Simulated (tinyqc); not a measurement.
Inside a calculation. Model: power transistor in saturation, electro-thermal loop.

Program tinyqc, `OMP_NUM_THREADS=1 python tinyqc.py 2520112 2520113 out.jsonl`; Intel Xeon 2.30GHz, shared host, one thread, about 0.01 s. Printed values are rounded.

One temperature T for the device, T = T0 + Rth P(T), with P(T) = V I0 (T/300 K)^(-al) [1 + kv (T - 300 K)/Vov]^2. The loop gain is Rth dP/dT; a solution is thermally stable when it is below one.

Parameters, values chosen for the exercise:
- T0 = 300 K (ambient temperature)
- V = 5 V (drain voltage)
- I0 = 0.057 A (saturation current at 300 K)
- al = 1.5 (exponent of the mobility)
- Vov = 1.8 V (overdrive at 300 K)
- kv = 3.7 mV/K (fall of the threshold with temperature)
- Rth = 480 K/W (thermal resistance)

## Iteration 1: temperature by Newton steps

T at the start = 300 K

P(T) = V I0 (T/300 K)^(-al) [1 + kv (T - 300 K)/Vov]^2; P'(T) = P [-al/T + 2 kv/(Vov + kv (T - 300 K))]; G = Rth P'; T(new) = T + (T0 + Rth P - T)/(1 - G).

P = 0.285 W
G = -0.1216
T after iteration 1 = 421.969 K

## Iteration 2: temperature by Newton steps

As before.

P = 0.267253 W
G = -0.0343478
T after iteration 2 = 428.072 K

## Course of the iteration: temperature by Newton steps

Stop when T changes by less than 1e-6 K, or after 200 iterations.

Course of the iteration:
```
iteration    T (K)  |change| (K)
1          421.969           122
2          428.072          6.10
3          428.079       7.05e-3
4          428.079       9.10e-9
```

Converged in 4 iterations. At the end the number of correct digits about doubles with each step.

## Loop gain and effective thermal resistance

converged T = 428.079 K

P(T) = V I0 (T/300 K)^(-al) [1 + kv (T - 300 K)/Vov]^2; P'(T) = P [-al/T + 2 kv/(Vov + kv (T - 300 K))]; G = Rth P'. A small change of T0 changes T by 1/(1 - G) times as much.

P = 0.266831 W
G = -0.0319806
dT/dT0 = 0.969010

The feedback is negative: heating lowers the power, and the device steadies itself.
